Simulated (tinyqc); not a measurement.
Liquidus of a compound AB in a simple-solution melt, liquid-phase epitaxy and vapour pressures: one step, computed by the program tinyqc.

x is the atom fraction of B in the melt. The melt is a simple solution: R T ln gamma_B = W (1 - x)^2, R T ln gamma_A = W x^2, W = a + b T. The solid AB is stoichiometric.

Problem. Vapour pressures and congruent evaporation. Liquidus (Vieland): f(x) = R T ln[4 x (1 - x)] + 2 W (1/2 - x)^2 + S_F (T_F - T) = 0. Over the A-rich liquidus: p_A = gamma_A (1 - x) exp(S_A/R - H_A/(R T)), p_B2 = [gamma_B x exp(S_B/R - H_B/(R T))]^2, in bar. Free evaporation is congruent while the A flux over this liquidus is at least the B flux; with A and B2 taken as equal in mass for the estimate, T_c solves p_A = 2 p_B2.

Inputs (values chosen for the exercise, for a model compound): melting point T_F = 1319 K; entropy of fusion S_F = 59.4 J/(mol K); interaction a = 21.9 kJ/mol; interaction slope b = -15.3 J/(mol K); saturation temperature T = 1010 K; heat of evaporation of A = 265 kJ/mol; entropy of evaporation of A = 103 J/(mol K); heat of evaporation of B as (1/2) B2 = 119 kJ/mol; entropy of evaporation of B as (1/2) B2 = 67.9 J/(mol K).

Constants: R = 8.314462618 J/(mol K).

Give: log10 p_A; log10 p_B2; congruent temperature T_c.

Solution.

log10 p_A = -8.3335

log10 p_B2 = -7.9670

congruent temperature T_c = 904.71 K

T is above T_c: in vacuum B leaves faster and droplets of A form unless a B flux is supplied.
